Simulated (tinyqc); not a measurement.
# Double-gate transistor below threshold, two-dimensional Poisson equation on a small mesh: what changes with what

Half of a symmetric double-gate structure: row 0 is the mid-plane of the body, where the normal field vanishes. Mobile charge is neglected (subthreshold), the body is fully depleted, and potentials are counted from the intrinsic level; rows run upward to the gate, columns from source to drain.

Inputs (values chosen for the exercise); semiconductor permittivity close to that of In0.53Ga0.47As: temperature T = 300 K; relative permittivity of the semiconductor eps_r = 13.9; relative permittivity of the insulator eox = 9; half the body thickness tb = 3 nm; insulator thickness tox = 2.7 nm; channel length L = 21 nm; acceptor density of the depleted body Na = 0 cm^-3; potential of the source Vbi = 0.56 V; gate offset Vfb = 0.15 V; gate voltage Vg = 0 V; drain voltage Vd = 0.5 V.

Constants: q = 1.602176634e-19 C, kB = 1.380649e-23 J/K, Vt = kB T/q, eps0 = 8.8541878128e-14 F/cm where lengths are in cm. Results are converted to the units shown.

Each table varies one quantity; the others keep the values above.

## Effect of the drain voltage

Mesh: rows i = 0..12 in the semiconductor (step hs = tb/12, row 12 on the interface), then 8 step(s) ho = tox/8 up to the gate row 20; columns j = 0..80 (step hy = L/80). Box integration, divided by eps0: up_i = eps hy/h of the interval above row i, dn_i = that of the interval below (0 for row 0), lat_i = (sum of eps h/2 over the intervals above and below)/hy, s_i = -q Na w_i hy/eps0 with w_i the semiconductor height of the box (hs/2 for row 0 and the interface row, hs between, 0 in the insulator). Each free node obeys (up + dn + 2 lat) psi = up psi(above) + dn psi(below) + lat [psi(left) + psi(right)] + s. Fixed values: gate row Vg - Vfb; column 0 at Vbi and the last column at Vbi + Vd in the semiconductor, each running linearly to Vg - Vfb across the insulator. The system is solved directly. On row 0 the minimum of psi and its place come from a parabola through the three lowest nodes; barrier = Vbi - minimum, swing = Vt ln 10/(d psi/dVg), DIBL = (d psi/dVd)/(d psi/dVg) there. Lambda = pi/k with k the smallest positive root of tan(k tox) tan(k tb) = eox/eps_r.

Effect of the drain voltage:
```
Vd (V),L/Lambda,barrier (V),place y/L,swing (mV/decade),DIBL (mV/V)
0.05,1.590,0.5767,0.4931,72.73,107.0
0.25,1.590,0.5603,0.4693,72.91,95.09
0.45,1.590,0.5455,0.4501,73.22,86.58
0.65,1.590,0.5320,0.4338,73.61,80.11
0.85,1.590,0.5195,0.4198,74.05,74.99
1.05,1.590,0.5079,0.4075,74.51,70.80
```

As Vd goes from 0.05 to 1.05 V, the barrier falls from 0.577 to 0.508 V, the swing rises from 72.7 to 74.5 mV a decade and DIBL falls from 107 to 70.8 mV/V; the ideal swing is 59.5. The barrier top moves from y/L = 0.493 to 0.408, towards the source.

## Choice of the relaxation factor

Mesh: rows i = 0..3 in the semiconductor (step hs = tb/3, row 3 on the interface), then 2 step(s) ho = tox/2 up to the gate row 5; columns j = 0..6 (step hy = L/6). Sweeps go row by row from row 0, left to right, psi(new) = psi + omega (t - psi) with t the value that solves the node equation for the newest neighbours; free nodes start at zero; stop when the largest change is below 1e-7 V.

Choice of the relaxation factor:
```
omega,sweeps
1,153
1.1,127
1.2,104
1.3,84
1.4,65
1.5,47
1.6,33
1.7,45
1.8,68
1.9,141
```

Gauss-Seidel (omega = 1) takes 153 sweeps; the fewest, 33, are at omega = 1.6, and omega = 1.9 takes 141. The Jacobi matrix of this mesh has spectral radius rho = 0.9619, so theory puts the best factor at 2/(1 + sqrt(1 - rho^2)) = 1.57.

## Effect of the relative permittivity of the insulator

Same model as above.

Results:
```
eox,L/Lambda,barrier (V),place y/L,swing (mV/decade),DIBL (mV/V)
3.9,1.144,0.3970,0.4213,91.97,193.2
5.9,1.355,0.4769,0.4354,80.61,128.3
8.8,1.577,0.5390,0.4453,73.62,86.66
20,2.053,0.6203,0.4583,66.16,41.08
30,2.280,0.6428,0.4624,64.37,29.98
```

Estimate the missing row, eox = 13.

Computed row:
```
eox,L/Lambda,barrier (V),place y/L,swing (mV/decade),DIBL (mV/V)
13,1.803,0.5847,0.4525,69.23,59.93
```

With this row back in the table: As eox goes from 3.9 to 30, the barrier rises from 0.397 to 0.643 V, the swing falls from 92.0 to 64.4 mV a decade and DIBL falls from 193 to 30.0 mV/V; the ideal swing is 59.5. L/Lambda goes from 1.1 to 2.3.

Computed by the program tinyqc: `OMP_NUM_THREADS=1 python tinyqc.py 2480129 2480130 out.jsonl`, one thread of a shared Intel Xeon 2.30GHz, about 0.2 s for the whole run.
